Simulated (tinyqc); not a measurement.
Phonon-assisted absorption at an indirect gap: sweeps and comparisons. A value that a table varies takes the place of the one given here.

alpha(E) = sum_j A_j [N_j (E - Eg + w_j)^2 + (N_j + 1)(E - Eg - w_j)^2], each bracket counted only where its base is positive; N_j = 1/(exp(w_j/kB T) - 1). The first term absorbs a phonon and the second emits one; excitons and direct transitions are left out.

Photodiode (Gaertner form with a dead layer): QE = (1 - R) exp(-alpha xj) [1 - exp(-alpha W)/(1 + alpha L)], R = ((nr - 1)/(nr + 1))^2; responsivity = QE/E in A/W for E in eV.

Constants: kB = 8.617333262e-05 eV/K.

Parameters, chosen for this exercise (loosely those of Si at room temperature; Eg is not tied to T; not measured data):
- Eg = 1.098 eV (indirect gap, held fixed unless listed)
- w = (55.8, 17.4) meV (two zone-edge phonons)
- A = (2300, 820) 1/(cm eV^2) (their strengths)
- T = 300 K
- nr = 3.59 (refractive index)
- xj = 0.14 micrometre (dead layer at the surface)
- W = 10 micrometre (depleted width)
- L = 170 micrometre (minority diffusion length below it)
- E = 1.359 eV (photon energy)

## The square root of alpha at three temperatures

The gap is held fixed, so only the phonon occupations change.

sqrt(alpha) (1/cm^(1/2)):
```
E - Eg (eV)     4 K   150 K   300 K
-0.04         0.000   0.088   0.274
-0.02         0.000   0.200   0.620
0.00          0.000   0.429   1.093
0.02          0.074   0.768   1.712
0.04          0.647   1.342   2.535
0.07          1.653   2.497   4.054
0.10          3.176   4.105   5.963
0.15          5.901   7.041   9.442
0.20          8.670  10.055  13.035
0.30         14.235  16.141  20.318
0.45         22.602  25.311  31.317
0.60         30.975  34.496  42.344
```

Below the gap only phonon absorption acts: at E - Eg = -0.02 eV sqrt(alpha) is 0.000, 0.200 and 0.620 at 4, 150 and 300 K. A straight line through the last two rows meets the axis at E - Eg = +0.0451, +0.0366 and +0.0240 eV: the intercept is roughly a weighted mean of the thresholds, not the gap, and it moves from the emission side towards Eg as the occupations grow. At the last row alpha grows by a factor 1.87 from the lowest to the highest temperature at fixed gap.

## Spectral response

Response:
```
E (eV)  wavelength (nm)  alpha (1/cm)  1/alpha (micrometre)  dead layer  collected     QE    A/W
1.12               1107          3.18              3.15e+03       1.000      0.054  0.037  0.033
1.16               1069          13.0                   770       1.000      0.191  0.130  0.112
1.22               1016          55.8                   179       0.999      0.515  0.351  0.287
1.30                954           174                  57.6       0.998      0.787  0.535  0.412
1.40                886           419                  23.9       0.994      0.919  0.623  0.445
1.55                800           990                  10.1       0.986      0.979  0.658  0.425
1.75                708      2.13e+03                  4.69       0.971      0.997  0.659  0.377
2.00                620      4.17e+03                  2.40       0.943      1.000  0.643  0.321
2.30                539      7.51e+03                  1.33       0.900      1.000  0.614  0.267
2.70                459      1.35e+04                 0.742       0.828      1.000  0.564  0.209
```

QE is highest, 0.659, at 1.75 eV of those listed and the responsivity at 1.40 eV; reflection alone caps QE at 0.682. Near the gap weak absorption limits it (collected share 0.054); at the top the dead layer passes 0.828. Far above the gap the quadratic law and a constant index are only rough.

## What moves the response

At the energy E. Each row changes one parameter from the base and keeps the others.

Results:
```
case                  alpha (1/cm)      QE
base                         305.2  0.5979
Eg = 1.078 eV                358.3  0.6114
T = 350 K                    350.4  0.6096
W = 20 micrometre            305.2  0.6191
L = 85 micrometre            305.2  0.5395
xj = 0.28 micrometre         305.2  0.5953
nr = 3.77                    305.2  0.5813
```

The largest shifts from the base row, up to three for each result and ties (the steps differ in size, so this ranks the rows, not the parameters). alpha (1/cm): Eg +53.1, T +45.2; unchanged at the printed digits by W, L, xj and nr. QE: L -0.0583, W +0.0213, nr -0.0165.

Computed by tinyqc, a small Python program: `OMP_NUM_THREADS=1 python tinyqc.py 1652557 1652558 out.jsonl` (the numbers bound the seed that draws the inputs); one thread of a shared host (Intel(R) Xeon(R) Processor @ 2.30GHz), about 0.01 s for the whole set of steps.
